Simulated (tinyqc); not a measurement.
# Long-channel MOSFET, surface-potential model: what changes with what

n-channel transistor on a uniformly doped p-type body, gradual-channel approximation, constant mobility, Boltzmann statistics, full ionisation. Potentials are counted from the neutral body; V is the electron quasi-Fermi potential, Vsb at the source and Vsb + Vds at the drain. Charges are magnitudes per area.

Inputs (values chosen for the exercise); material values close to those of silicon:

| symbol | value | unit | meaning |
|---|---|---|---|
| T | 293 | K | temperature |
| Eg | 1.1 | eV | band gap |
| eps_r | 11.5 |  | relative permittivity of the semiconductor |
| Nc | 2.69e19 | cm^-3 | conduction-band density of states at T |
| Nv | 2.55e19 | cm^-3 | valence-band density of states at T |
| Na | 6.2e16 | cm^-3 | acceptor density of the body |
| eox | 8.81 |  | relative permittivity of the gate insulator |
| tox | 66 | nm | insulator thickness |
| Vfb | -0.64 | V | flat-band voltage |
| mu | 520 | cm^2/(V s) | channel mobility |
| W | 1 | um | gate width |
| L | 1 | um | gate length |
| Vsb | 0.3 | V | source-body reverse bias |
| Vgs | 2.8 | V | gate-source voltage |
| Vds | 2 | V | drain-source voltage |

Constants: q = 1.602176634e-19 C, kB = 1.380649e-23 J/K, Vt = kB T/q, eps0 = 8.8541878128e-14 F/cm where lengths are in cm. Results are converted to the units shown.

Each table varies one quantity; the others keep the values above.

## Effect of the insulator thickness

ni = sqrt(Nc Nv) exp(-Eg/(2 Vt)), Eg in volts; phiF = Vt ln(Na/ni); Cox = eps0 eox/tox; gamma = sqrt(2 q eps0 eps_r Na)/Cox. The surface potential psi at channel potential V solves Vgs + Vsb - Vfb - psi = gamma sqrt(G), G = psi - Vt + Vt exp((psi - 2 phiF - V)/Vt). Charge sheet: Qi = Cox gamma [sqrt(G) - sqrt(psi - Vt)]; I = mu (W/L) [integral of Qi dpsi from psi_0 to psi_L (drift) + Vt (Qi0 - QiL) (diffusion)], with psi_0 at V = Vsb and psi_L at V = Vsb + Vds. VT = Vfb + 2 phiF + gamma sqrt(2 phiF + Vsb), m = 1 + gamma/(2 sqrt(2 phiF + Vsb)). The swing is 20 mV/log10[I(VT - 0.14 V)/I(VT - 0.16 V)] of the charge-sheet current at the given Vds.

Effect of the insulator thickness:
```
tox (nm)  gamma (V^0.5)  VT (V)      m  swing (mV/decade)  I at Vgs, Vds (uA)
22               0.4011  0.5744  1.192              71.11               333.9
30               0.5470  0.7270  1.261              75.49               201.7
40               0.7293  0.9178  1.349              80.95               116.5
54               0.9846   1.185  1.471              88.62               57.58
73                1.331   1.547  1.636              99.11               22.31
98                1.787   2.024  1.854              113.2               5.267
130               2.370   2.635  2.133              131.8              0.1922
```

Read the table: what changes, and by how much?

As tox goes from 22 to 130 nm, VT rises from 0.574 to 2.63 V, the swing rises from 71.1 to 132 mV a decade and the current falls from 334 to 0.192 uA. The swing is 2.6 % above m Vt ln 10 in the first row and 6.3 % above it in the last. For tox = 22 to 54 nm the surface electron density at the source passes 0.3 Nc, where degeneracy and quantisation, left out here, matter. For tox = 22 to 73 nm mu V/L, with V the smaller of Vds and (Vgs - VT)/m, passes 3e6 cm/s, so velocity saturation would lower the current.

## Effect of the source-body reverse bias

Same model as above.

The same in every row: gamma (V^0.5) = 1.203.

Effect of the source-body reverse bias:
```
Vsb (V)  VT (V)      m  swing (mV/decade)  I at Vgs, Vds (uA)
0         1.227  1.675              103.0               39.89
0.5       1.524  1.529              91.80               27.25
1         1.767  1.449              86.14               18.02
1.5       1.978  1.397              82.60               11.29
2         2.166  1.360              80.12               6.494
2.5       2.339  1.331              78.27               3.244
3         2.499  1.309              76.81               1.254
```

Read the table: what changes, and by how much?

As Vsb goes from 0 to 3 V, VT rises from 1.23 to 2.50 V, the swing falls from 103 to 76.8 mV a decade and the current falls from 39.9 to 1.25 uA. The swing is 5.8 % above m Vt ln 10 in the first row and 0.94 % above it in the last. At Vsb = 0 V the surface electron density at the source passes 0.3 Nc, where degeneracy and quantisation, left out here, matter. For Vsb = 0 to 1.5 V mu V/L, with V the smaller of Vds and (Vgs - VT)/m, passes 3e6 cm/s, so velocity saturation would lower the current.

tinyqc, about 0.05 s, one thread, Intel Xeon 2.30GHz (shared host): `OMP_NUM_THREADS=1 python tinyqc.py 2360135 2360136 out.jsonl`
